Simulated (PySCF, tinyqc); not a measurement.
Inside a calculation. Method: RKS/LDA (VWN5) in the sto-3g basis, for H6, spin multiplicity 1. The lowest restricted solution is unstable here: a spin-polarised one lies 0.0006 hartree lower (PySCF). Computed by tinyqc, a small Python program that keeps every step (integrals from PySCF). Settings: charge = 0, multiplicity = 1, basis = sto-3g, energy threshold = 1e-10, iteration cap = 81, orthogonalisation = symmetric, start = Wolfsberg-Helmholz matrix, DIIS depth = 0, damping = 0.5, method = RKS, functional = lda,vwn, grid = [20, 14]. Command: `OMP_NUM_THREADS=1 python tinyqc.py 31267 31268 out.jsonl` (the two numbers bound the seeds that draw the settings). One thread of a shared host (Intel(R) Xeon(R) Processor @ 2.60GHz), about 0.6 s of CPU time with the checks. Later iterations appear only in the table of the cycle.

## One-electron integrals

Geometry (angstrom):
```
atom         x         y         z
H     0.000000  0.000000  0.000000
H     0.000000  0.000000  1.254000
H     0.000000  0.000000  2.181000
H     0.000000  0.000000  3.435000
H     0.000000  0.000000  4.362000
H     0.000000  0.000000  5.616000
```

Basis sto-3g: exponents (1/bohr^2) and contraction coefficients of normalised primitives:
```
element  l (shell)  exponent  coefficient
H            s (1)  3.425251     0.154329
H            s (1)  0.623914     0.535328
H            s (1)  0.168855     0.444635
```

Overlap, kinetic and nuclear-attraction integrals over the contracted functions; the nuclear repulsion is the sum of Za Zb / Rab.

nuclear repulsion = 4.19342395 hartree

overlap S, order 1H 1s, 2H 1s, 3H 1s, 4H 1s, 5H 1s, 6H 1s:
```
[[1.000000, 0.360555, 0.087922, 0.006985, 0.000681, 0.000015],
 [0.360555, 1.000000, 0.540467, 0.087922, 0.014500, 0.000681],
 [0.087922, 0.540467, 1.000000, 0.360555, 0.087922, 0.006985],
 [0.006985, 0.087922, 0.360555, 1.000000, 0.540467, 0.087922],
 [0.000681, 0.014500, 0.087922, 0.540467, 1.000000, 0.360555],
 [0.000015, 0.000681, 0.006985, 0.087922, 0.360555, 1.000000]]
```

kinetic energy T (hartree), order 1H 1s, 2H 1s, 3H 1s, 4H 1s, 5H 1s, 6H 1s:
```
[[0.760032, 0.041819, -0.011376, -0.003457, -0.000543, -0.000020],
 [0.041819, 0.760032, 0.140662, -0.011376, -0.005742, -0.000543],
 [-0.011376, 0.140662, 0.760032, 0.041819, -0.011376, -0.003457],
 [-0.003457, -0.011376, 0.041819, 0.760032, 0.140662, -0.011376],
 [-0.000543, -0.005742, -0.011376, 0.140662, 0.760032, 0.041819],
 [-0.000020, -0.000543, -0.003457, -0.011376, 0.041819, 0.760032]]
```

nuclear attraction V (hartree), order 1H 1s, 2H 1s, 3H 1s, 4H 1s, 5H 1s, 6H 1s:
```
[[-2.256059, -0.799449, -0.196913, -0.015414, -0.001498, -0.000032],
 [-0.799449, -2.725524, -1.414525, -0.210801, -0.033426, -0.001498],
 [-0.196913, -1.414525, -2.830597, -0.904473, -0.210801, -0.015414],
 [-0.015414, -0.210801, -0.904473, -2.830597, -1.414525, -0.196913],
 [-0.001498, -0.033426, -0.210801, -1.414525, -2.725524, -0.799449],
 [-0.000032, -0.001498, -0.015414, -0.196913, -0.799449, -2.256059]]
```

core Hamiltonian H = T + V (hartree), order 1H 1s, 2H 1s, 3H 1s, 4H 1s, 5H 1s, 6H 1s:
```
[[-1.496027, -0.757630, -0.208288, -0.018872, -0.002041, -0.000052],
 [-0.757630, -1.965492, -1.273863, -0.222177, -0.039168, -0.002041],
 [-0.208288, -1.273863, -2.070565, -0.862654, -0.222177, -0.018872],
 [-0.018872, -0.222177, -0.862654, -2.070565, -1.273863, -0.208288],
 [-0.002041, -0.039168, -0.222177, -1.273863, -1.965492, -0.757630],
 [-0.000052, -0.002041, -0.018872, -0.208288, -0.757630, -1.496027]]
```

## Two-electron integrals

Functions are numbered as in S; the eight-fold symmetry (ij|kl) = (ji|kl) = (kl|ij) leaves the list below.

Two-electron integrals (ij|kl) in chemists' order, unique and non-zero (hartree):
```
(11|11) 0.774606   (21|11) 0.207816   (21|21) 0.078147   (22|11) 0.403346
(22|21) 0.207816   (22|22) 0.774606   (31|11) 0.039295   (31|21) 0.016421
(31|22) 0.050677   (31|31) 0.003878   (32|11) 0.166559   (32|21) 0.086407
(32|22) 0.344329   (32|31) 0.024322   (32|32) 0.190551   (33|11) 0.242218
(33|21) 0.122850   (33|22) 0.502454   (33|31) 0.039295   (33|32) 0.344329
(33|33) 0.774606   (41|11) 0.002213   (41|21) 0.001034   (41|22) 0.003608
(41|31) 0.000274   (41|32) 0.001963   (41|33) 0.003608   (41|41) 0.000022
(42|11) 0.020526   (42|21) 0.010149   (42|22) 0.039295   (42|31) 0.003005
(42|32) 0.024322   (42|33) 0.050677   (42|41) 0.000274   (42|42) 0.003878
(43|11) 0.068603   (43|21) 0.032419   (43|22) 0.122850   (43|31) 0.010149
(43|32) 0.086407   (43|33) 0.207816   (43|41) 0.001034   (43|42) 0.016421
(43|43) 0.078147   (44|11) 0.154053   (44|21) 0.068603   (44|22) 0.242218
(44|31) 0.020526   (44|32) 0.166559   (44|33) 0.403346   (44|41) 0.002213
(44|42) 0.039295   (44|43) 0.207816   (44|44) 0.774606   (51|11) 0.000168
(51|21) 0.000081   (51|22) 0.000302   (51|31) 0.000023   (51|32) 0.000183
(51|33) 0.000371   (51|41) 2.08e-06   (51|42) 0.000028   (51|43) 0.000115
(51|44) 0.000261   (51|51) 2.10e-07   (52|11) 0.002815   (52|21) 0.001337
(52|22) 0.005040   (52|31) 0.000403   (52|32) 0.003300   (52|33) 0.007298
(52|41) 0.000039   (52|42) 0.000589   (52|43) 0.002673   (52|44) 0.007298
(52|51) 4.23e-06   (52|52) 0.000096   (53|11) 0.014487   (53|21) 0.006600
(53|22) 0.023977   (53|31) 0.002008   (53|32) 0.016537   (53|33) 0.039295
(53|41) 0.000206   (53|42) 0.003353   (53|43) 0.016421   (53|44) 0.050677
(53|51) 0.000023   (53|52) 0.000589   (53|53) 0.003878   (54|11) 0.073566
(54|21) 0.031879   (54|22) 0.108765   (54|31) 0.009235   (54|32) 0.071891
(54|33) 0.166559   (54|41) 0.000957   (54|42) 0.016537   (54|43) 0.086407
(54|44) 0.344329   (54|51) 0.000113   (54|52) 0.003300   (54|53) 0.024322
(54|54) 0.190551   (55|11) 0.121315   (55|21) 0.051367   (55|22) 0.170257
(55|31) 0.014487   (55|32) 0.108765   (55|33) 0.242218   (55|41) 0.001441
(55|42) 0.023977   (55|43) 0.122850   (55|44) 0.502454   (55|51) 0.000168
(55|52) 0.005040   (55|53) 0.039295   (55|54) 0.344329   (55|55) 0.774606
(61|11) 2.79e-06   (61|21) 1.30e-06   (61|22) 4.82e-06   (61|31) 3.95e-07
(61|32) 3.23e-06   (61|33) 0.000007   (61|41) 3.90e-08   (61|42) 5.97e-07
(61|43) 2.74e-06   (61|44) 0.000007   (61|52) 9.81e-08   (61|53) 5.97e-07
(61|54) 3.23e-06   (61|55) 4.82e-06   (62|11) 0.000106   (62|21) 0.000047
(62|22) 0.000168   (62|31) 0.000014   (62|32) 0.000113   (62|33) 0.000261
(62|41) 1.44e-06   (62|42) 0.000023   (62|43) 0.000115   (62|44) 0.000371
(62|51) 1.64e-07   (62|52) 4.23e-06   (62|53) 0.000028   (62|54) 0.000183
(62|55) 0.000302   (62|62) 2.10e-07   (63|11) 0.000961   (63|21) 0.000419
(63|22) 0.001441   (63|31) 0.000122   (63|32) 0.000957   (63|33) 0.002213
(63|41) 0.000012   (63|42) 0.000206   (63|43) 0.001034   (63|44) 0.003608
(63|51) 1.44e-06   (63|52) 0.000039   (63|53) 0.000274   (63|54) 0.001963
(63|55) 0.003608   (63|61) 3.90e-08   (63|62) 2.08e-06   (63|63) 0.000022
(64|11) 0.010379   (64|21) 0.004383   (64|22) 0.014487   (64|31) 0.001233
(64|32) 0.009235   (64|33) 0.020526   (64|41) 0.000122   (64|42) 0.002008
(64|43) 0.010149   (64|44) 0.039295   (64|51) 0.000014   (64|52) 0.000403
(64|53) 0.003005   (64|54) 0.024322   (64|55) 0.050677   (64|61) 3.95e-07
(64|62) 0.000023   (64|63) 0.000274   (64|64) 0.003878   (65|11) 0.038362
(65|21) 0.015901   (65|22) 0.051367   (65|31) 0.004383   (65|32) 0.031879
(65|33) 0.068603   (65|41) 0.000419   (65|42) 0.006600   (65|43) 0.032419
(65|44) 0.122850   (65|51) 0.000047   (65|52) 0.001337   (65|53) 0.010149
(65|54) 0.086407   (65|55) 0.207816   (65|61) 1.30e-06   (65|62) 0.000081
(65|63) 0.001034   (65|64) 0.016421   (65|65) 0.078147   (66|11) 0.094227
(66|21) 0.038362   (66|22) 0.121315   (66|31) 0.010379   (66|32) 0.073566
(66|33) 0.154053   (66|41) 0.000961   (66|42) 0.014487   (66|43) 0.068603
(66|44) 0.242218   (66|51) 0.000106   (66|52) 0.002815   (66|53) 0.020526
(66|54) 0.166559   (66|55) 0.403346   (66|61) 2.79e-06   (66|62) 0.000168
(66|63) 0.002213   (66|64) 0.039295   (66|65) 0.207816   (66|66) 0.774606
```

## Orthogonalisation

S = U s U^T; symmetric (Loewdin) form X = U s^(-1/2) U^T, so that X^T S X = 1.

eigenvalues of S: [0.295839, 0.431548, 0.802653, 1.007705, 1.526438, 1.935818]

X, order 1H 1s, 2H 1s, 3H 1s, 4H 1s, 5H 1s, 6H 1s:
```
[[1.058542, -0.222003, 0.047259, -0.005540, 0.001356, -0.000182],
 [-0.222003, 1.218157, -0.373558, 0.053870, -0.012082, 0.001356],
 [0.047259, -0.373558, 1.223934, -0.251219, 0.053870, -0.005540],
 [-0.005540, 0.053870, -0.251219, 1.223934, -0.373558, 0.047259],
 [0.001356, -0.012082, 0.053870, -0.373558, 1.218157, -0.222003],
 [-0.000182, 0.001356, -0.005540, 0.047259, -0.222003, 1.058542]]
```

## Starting guess

The start is the generalised Wolfsberg-Helmholz matrix (K = 1.75) built on H; D = 2 C_occ C_occ^T.

D at the start, order 1H 1s, 2H 1s, 3H 1s, 4H 1s, 5H 1s, 6H 1s:
```
[[0.713179, 0.433378, -0.241038, -0.429758, 0.165440, 0.630973],
 [0.433378, 0.718173, 0.401480, -0.213624, -0.155128, 0.165440],
 [-0.241038, 0.401480, 0.783752, 0.350508, -0.213624, -0.429758],
 [-0.429758, -0.213624, 0.350508, 0.783752, 0.401480, -0.241038],
 [0.165440, -0.155128, -0.213624, 0.401480, 0.718173, 0.433378],
 [0.630973, 0.165440, -0.429758, -0.241038, 0.433378, 0.713179]]
```

## Iteration 1: exchange-correlation on the grid

Becke grid with 20 radial and 14 angular points per atom, points of zero weight dropped. rho = sum D_ij phi_i phi_j; V_xc,ij = sum w v_xc phi_i phi_j; v_xc is d(rho eps)/d rho.

The 8 grid points with the largest w rho, of 1618 (bohr, atomic units):
```
x                  y         z         w       rho     eps_xc       v_xc
0.710262    0.710262  3.411231  0.334485  0.054336  -0.328697  -0.429066
0.710262   -0.710262  3.411231  0.334485  0.054336  -0.328697  -0.429066
-0.710262  -0.710262  3.411231  0.334485  0.054336  -0.328697  -0.429066
-0.710262   0.710262  3.411231  0.334485  0.054336  -0.328697  -0.429066
0.710262   -0.710262  7.201471  0.334485  0.054336  -0.328697  -0.429066
-0.710262  -0.710262  7.201471  0.334485  0.054336  -0.328697  -0.429066
-0.710262   0.710262  7.201471  0.334485  0.054336  -0.328697  -0.429066
0.710262    0.710262  7.201471  0.334485  0.054336  -0.328697  -0.429066
```

electrons on the grid, sum of w rho = 6.025258

E_xc = sum of w rho eps_xc = -1.97857873 hartree

V_xc (hartree), order 1H 1s, 2H 1s, 3H 1s, 4H 1s, 5H 1s, 6H 1s:
```
[[-0.397145, -0.136933, -0.032780, -0.002425, -0.000229, -0.000005],
 [-0.136933, -0.453214, -0.235420, -0.033481, -0.005209, -0.000229],
 [-0.032780, -0.235420, -0.457243, -0.143486, -0.033481, -0.002425],
 [-0.002425, -0.033481, -0.143486, -0.457243, -0.235420, -0.032780],
 [-0.000229, -0.005209, -0.033481, -0.235420, -0.453214, -0.136933],
 [-0.000005, -0.000229, -0.002425, -0.032780, -0.136933, -0.397145]]
```

## Iteration 1: building the Kohn-Sham matrix

J_ij = sum D_kl (ij|kl); F = H + J + V_xc; E = tr D H + tr D J / 2 + E_xc + E_nn.

Coulomb J (hartree), order 1H 1s, 2H 1s, 3H 1s, 4H 1s, 5H 1s, 6H 1s:
```
[[1.718875, 0.692176, 0.176144, 0.014345, 0.001414, 0.000031],
 [0.692176, 2.246787, 1.233824, 0.193680, 0.031200, 0.001414],
 [0.176144, 1.233824, 2.388159, 0.823460, 0.193680, 0.014345],
 [0.014345, 0.193680, 0.823460, 2.388159, 1.233824, 0.176144],
 [0.001414, 0.031200, 0.193680, 1.233824, 2.246787, 0.692176],
 [0.000031, 0.001414, 0.014345, 0.176144, 0.692176, 1.718875]]
```

Kohn-Sham matrix F (hartree), order 1H 1s, 2H 1s, 3H 1s, 4H 1s, 5H 1s, 6H 1s:
```
[[-0.174297, -0.202387, -0.064924, -0.006952, -0.000856, -0.000027],
 [-0.202387, -0.171920, -0.275459, -0.061977, -0.013177, -0.000856],
 [-0.064924, -0.275459, -0.139650, -0.182681, -0.061977, -0.006952],
 [-0.006952, -0.061977, -0.182681, -0.139650, -0.275459, -0.064924],
 [-0.000856, -0.013177, -0.061977, -0.275459, -0.171920, -0.202387],
 [-0.000027, -0.000856, -0.006952, -0.064924, -0.202387, -0.174297]]
```

total energy of this density = -3.11162794 hartree

This density is the starting one.

## Iteration 1: diagonalisation and new density

Diagonalise F' = X^T F X, C = X C', fill 3 alpha and 3 beta electrons from the bottom; D = 2 C_occ C_occ^T; the new density keeps 0.5 of the old one (damping). Each column has its largest component positive (the first on a tie).

F' = X^T F X (hartree):
```
[[-0.109659, -0.193439, 0.048046, -0.008440, 0.002577, -0.000388],
 [-0.193439, 0.065340, -0.322640, 0.057312, -0.017772, 0.002577],
 [0.048046, -0.322640, 0.109338, -0.224089, 0.057312, -0.008440],
 [-0.008440, 0.057312, -0.224089, 0.109338, -0.322640, 0.048046],
 [0.002577, -0.017772, 0.057312, -0.322640, 0.065340, -0.193439],
 [-0.000388, 0.002577, -0.008440, 0.048046, -0.193439, -0.109659]]
```

orbital energies (hartree): [-0.347268, -0.293387, -0.148736, -0.042822, 0.318773, 0.643478]

coefficients C, order 1H 1s, 2H 1s, 3H 1s, 4H 1s, 5H 1s, 6H 1s:
```
[[0.221195, 0.372072, 0.595514, 0.606678, -0.426277, 0.283357],
 [0.331417, 0.393127, 0.041316, -0.313178, 0.831389, -0.787659],
 [0.320480, 0.192792, -0.370742, -0.393691, -0.533761, 0.994293],
 [0.320480, -0.192792, -0.370742, 0.393691, -0.533761, -0.994293],
 [0.331417, -0.393127, 0.041316, 0.313178, 0.831389, 0.787659],
 [0.221195, -0.372072, 0.595514, -0.606678, -0.426277, -0.283357]]
```

D after iteration 1, order 1H 1s, 2H 1s, 3H 1s, 4H 1s, 5H 1s, 6H 1s:
```
[[0.898592, 0.460873, -0.198680, -0.436505, 0.034360, 0.580613],
 [0.460873, 0.625180, 0.367426, -0.091709, -0.120569, 0.034360],
 [-0.198680, 0.367426, 0.669202, 0.378242, -0.091709, -0.436505],
 [-0.436505, -0.091709, 0.378242, 0.669202, 0.367426, -0.198680],
 [0.034360, -0.120569, -0.091709, 0.367426, 0.625180, 0.460873],
 [0.580613, 0.034360, -0.436505, -0.198680, 0.460873, 0.898592]]
```

## Iteration 2: exchange-correlation on the grid

As before.

The 8 grid points with the largest w rho, of 1618 (bohr, atomic units):
```
x                  y         z         w       rho     eps_xc       v_xc
-0.710262   0.710262  0.710262  0.427229  0.039966  -0.299309  -0.390450
0.710262   -0.710262  0.710262  0.427229  0.039966  -0.299309  -0.390450
0.710262    0.710262  0.710262  0.427229  0.039966  -0.299309  -0.390450
-0.710262  -0.710262  0.710262  0.427229  0.039966  -0.299309  -0.390450
0.710262   -0.710262  9.902440  0.427229  0.039966  -0.299309  -0.390450
-0.710262  -0.710262  9.902440  0.427229  0.039966  -0.299309  -0.390450
-0.710262   0.710262  9.902440  0.427229  0.039966  -0.299309  -0.390450
0.710262    0.710262  9.902440  0.427229  0.039966  -0.299309  -0.390450
```

electrons on the grid, sum of w rho = 6.023774

E_xc = sum of w rho eps_xc = -1.95718601 hartree

V_xc (hartree), order 1H 1s, 2H 1s, 3H 1s, 4H 1s, 5H 1s, 6H 1s:
```
[[-0.420716, -0.139176, -0.032642, -0.002376, -0.000223, -0.000005],
 [-0.139176, -0.442287, -0.228442, -0.032549, -0.005065, -0.000223],
 [-0.032642, -0.228442, -0.442655, -0.139532, -0.032549, -0.002376],
 [-0.002376, -0.032549, -0.139532, -0.442655, -0.228442, -0.032642],
 [-0.000223, -0.005065, -0.032549, -0.228442, -0.442287, -0.139176],
 [-0.000005, -0.000223, -0.002376, -0.032642, -0.139176, -0.420716]]
```

## Iteration 2: building the Kohn-Sham matrix

As before.

Coulomb J (hartree), order 1H 1s, 2H 1s, 3H 1s, 4H 1s, 5H 1s, 6H 1s:
```
[[1.799598, 0.696586, 0.173531, 0.013888, 0.001358, 0.000029],
 [0.696586, 2.182210, 1.184028, 0.185240, 0.029840, 0.001358],
 [0.173531, 1.184028, 2.271973, 0.784394, 0.185240, 0.013888],
 [0.013888, 0.185240, 0.784394, 2.271973, 1.184028, 0.173531],
 [0.001358, 0.029840, 0.185240, 1.184028, 2.182210, 0.696586],
 [0.000029, 0.001358, 0.013888, 0.173531, 0.696586, 1.799598]]
```

Kohn-Sham matrix F (hartree), order 1H 1s, 2H 1s, 3H 1s, 4H 1s, 5H 1s, 6H 1s:
```
[[-0.117145, -0.200220, -0.067399, -0.007360, -0.000906, -0.000028],
 [-0.200220, -0.225569, -0.318276, -0.069486, -0.014394, -0.000906],
 [-0.067399, -0.318276, -0.241247, -0.217792, -0.069486, -0.007360],
 [-0.007360, -0.069486, -0.217792, -0.241247, -0.318276, -0.067399],
 [-0.000906, -0.014394, -0.069486, -0.318276, -0.225569, -0.200220],
 [-0.000028, -0.000906, -0.007360, -0.067399, -0.200220, -0.117145]]
```

total energy of this density = -3.12150840 hartree

This density is a damped mixture and is not idempotent.

## Iteration 2: diagonalisation and new density

As before.

F' = X^T F X (hartree):
```
[[-0.048856, -0.192694, 0.049070, -0.008595, 0.002635, -0.000401],
 [-0.192694, 0.011912, -0.323019, 0.057560, -0.018068, 0.002635],
 [0.049070, -0.323019, 0.002415, -0.221016, 0.057560, -0.008595],
 [-0.008595, 0.057560, -0.221016, 0.002415, -0.323019, 0.049070],
 [0.002635, -0.018068, 0.057560, -0.323019, 0.011912, -0.192694],
 [-0.000401, 0.002635, -0.008595, 0.049070, -0.192694, -0.048856]]
```

orbital energies (hartree): [-0.415441, -0.324019, -0.134369, -0.036270, 0.275795, 0.565245]

coefficients C, order 1H 1s, 2H 1s, 3H 1s, 4H 1s, 5H 1s, 6H 1s:
```
[[0.099215, 0.225518, 0.571416, 0.655738, -0.498915, 0.325477],
 [0.304980, 0.445836, 0.210433, -0.160680, 0.815755, -0.805263],
 [0.396902, 0.289387, -0.359353, -0.404301, -0.488254, 0.966218],
 [0.396902, -0.289387, -0.359353, 0.404301, -0.488254, -0.966218],
 [0.304980, -0.445836, 0.210433, 0.160680, 0.815755, 0.805263],
 [0.099215, -0.225518, 0.571416, -0.655738, -0.498915, -0.325477]]
```

D after iteration 2, order 1H 1s, 2H 1s, 3H 1s, 4H 1s, 5H 1s, 6H 1s:
```
[[0.836515, 0.481484, -0.200039, -0.449476, 0.067139, 0.575808],
 [0.481484, 0.648654, 0.358160, -0.129446, -0.121759, 0.067139],
 [-0.200039, 0.358160, 0.705011, 0.392042, -0.129446, -0.449476],
 [-0.449476, -0.129446, 0.392042, 0.705011, 0.358160, -0.200039],
 [0.067139, -0.121759, -0.129446, 0.358160, 0.648654, 0.481484],
 [0.575808, 0.067139, -0.449476, -0.200039, 0.481484, 0.836515]]
```

## Convergence

Stop when the energy changes by less than 1e-10 hartree and every element of the error matrix X^T (F D S - S D F) X is below 3e-06.

Course of the cycle:
```
iteration  E (hartree)     change  largest element of the error matrix
1          -3.11162794          -                             1.02e-01
2          -3.12150840  -9.88e-03                             2.70e-02
3          -3.13232349  -1.08e-02                             8.30e-03
4          -3.13808572  -5.76e-03                             1.75e-03
5          -3.14098735  -2.90e-03                             9.36e-04
6          -3.14243926  -1.45e-03                             4.00e-04
7          -3.14316525  -7.26e-04                             1.94e-04
8          -3.14352824  -3.63e-04                             9.23e-05
9          -3.14370973  -1.81e-04                             4.43e-05
10         -3.14380047  -9.07e-05                             2.12e-05
11         -3.14384585  -4.54e-05                             1.01e-05
12         -3.14386853  -2.27e-05                             4.95e-06
13         -3.14387988  -1.13e-05                             2.53e-06
14         -3.14388555  -5.67e-06                             1.28e-06
...                ...        ...                                  ...
68         -3.02361310   9.25e-13                             7.78e-02
69         -3.02361310   4.47e-13                             7.78e-02
70         -3.02361310   2.17e-13                             7.78e-02
71         -3.02361310   1.02e-13                             7.78e-02
72         -3.02361310   4.97e-14                             7.78e-02
73         -3.02361310   2.75e-14                             7.78e-02
74         -3.02361310   8.88e-15                             7.78e-02
75         -3.02361310   3.55e-15                             7.78e-02
76         -3.02361310   6.22e-15                             7.78e-02
77         -3.02361310   8.88e-16                             7.78e-02
78         -3.02361310   8.88e-16                             7.78e-02
79         -3.02361310  -8.88e-16                             7.78e-02
80         -3.02361310   0.000000                             7.78e-02
81         -3.02361310   3.55e-15                             7.78e-02
```

PySCF RKS in the same basis, fine grid = -3.14138372 hartree

Not converged within the cap of 81 iterations: the residual has stopped falling. Reruns (cap 100 unless said): DIIS 8: converged in 8; level shift 0.5: converged in 19; atomic densities as start, DIIS 8: converged in 7; the original settings with a cap of 400: not converged.
